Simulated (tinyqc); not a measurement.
MOS capacitor on a p-type substrate, surface potential from the exact charge relation: two steps of the calculation.

Uniform p-type substrate, Boltzmann statistics, full ionisation, classical densities. psi is the surface potential against the body (positive when the bands bend down) and u = psi/Vt. Traps are spread evenly over the gap and neutral at flat band, so their charge is -q Dit psi; the minority quasi-Fermi level is shifted by Vb.

Parameters, values chosen for the exercise; band and dielectric values close to those of germanium:

| symbol | value | unit | meaning |
|---|---|---|---|
| T | 400 | K | temperature |
| Eg | 0.667 | eV | band gap |
| eps_r | 16 |  | relative permittivity |
| Nc | 1.57e19 | cm^-3 | conduction-band density of states at T |
| Nv | 9.11e18 | cm^-3 | valence-band density of states at T |
| N | 1.2e18 | cm^-3 | acceptor density of the substrate |
| eox | 3.9 |  | relative permittivity of the gate insulator (close to silicon dioxide) |
| tox | 1.5 | nm | insulator thickness |
| Nf | 0 | cm^-2 | fixed charge at the interface, in units of q |
| Dit | 1.8e12 | cm^-2 eV^-1 | density of interface traps |
| Vb | 0 | V | reverse bias of the inversion layer against the body |
| Vg | -0.42 | V | gate voltage against the body |

Constants: q = 1.602176634e-19 C, kB = 1.380649e-23 J/K, Vt = kB T/q, eps0 = 8.8541878128e-14 F/cm where lengths are in cm. Results are converted to the units shown.

Task 1. Newton step for the surface potential. u = psi/Vt; F^2 = exp(-u) + u - 1 + r (exp(u) - u - 1); Qs = -sign(u) Q0 F; Cs = -dQs/dpsi = (Q0/Vt) |1 - exp(-u) + r (exp(u) - 1)|/(2 F). f = Vfb + psi + (q Dit psi - Qs)/Cox - Vg, f' = 1 + (Cs + q Dit)/Cox, psi(new) = psi - f/f'.

psi after iteration 2 = -0.30555736 V
Cox = 2.3020888 uF/cm^2
Vfb = 0.022871101 V
Q0 = 137.02872 nC/cm^2
r = 3.9194526e-7

Give: u; F; Qs; Cs; f; f'; psi after iteration 3.

Result 1.

u = -8.8646
F = 84.067
Qs = 11520 nC/cm^2
Cs = 167.31 uF/cm^2
f = -4.9049 V
f' = 73.802
psi after iteration 3 = -0.23910 V

Task 2. Charges, field and capacitances at the solution. ni = sqrt(Nc Nv) exp(-Eg/(2 Vt)), Eg in volts; phiF = Vt ln(N/ni); Cox = eps0 eox/tox; Vfb = phiM - chi - (Eg - Vt ln(Nv/N)) - q Nf/Cox; Q0 = sqrt(2 eps0 eps_r q N Vt); r = (ni/N)^2 exp(-Vb/Vt); VT = Vfb + [(2 phiF + Vb)(1 + q Dit/Cox) + sqrt(2 eps0 eps_r q N (2 phiF + Vb))/Cox].

Low frequency: 1/C_LF = 1/Cox + 1/(Cs + q Dit). High frequency, in the simple estimate in which traps and minority carriers do not follow: 1/C_HF = 1/Cox + 1/Cd, Cd being Cs with r = 0 at the same psi. Minority sheet density N_inv = (Q0/(2 q)) int_0^u r (exp(t) - 1)/F(t) dt for u > 0. Oxide field |Qs - q Dit psi + q Nf|/(eps0 eox).

converged psi = -0.11883384 V

Find: Qs; N_inv; oxide field; Cs; C_LF/Cox; C_HF/Cox.

Result 2.

Qs = 711.69 nC/cm^2
N_inv = 0 cm^-2
oxide field = 2.1602 MV/cm
Cs = 11.643 uF/cm^2
C_LF/Cox = 0.83826
C_HF/Cox = 0.83492

The surface is in accumulation (borders at |psi| = 0, phiF + Vb and 2 phiF + Vb = 0.508 V).

tinyqc, about 0.01 s, one thread, Intel Xeon 2.30GHz (shared host): `OMP_NUM_THREADS=1 python tinyqc.py 2060112 2060113 out.jsonl`
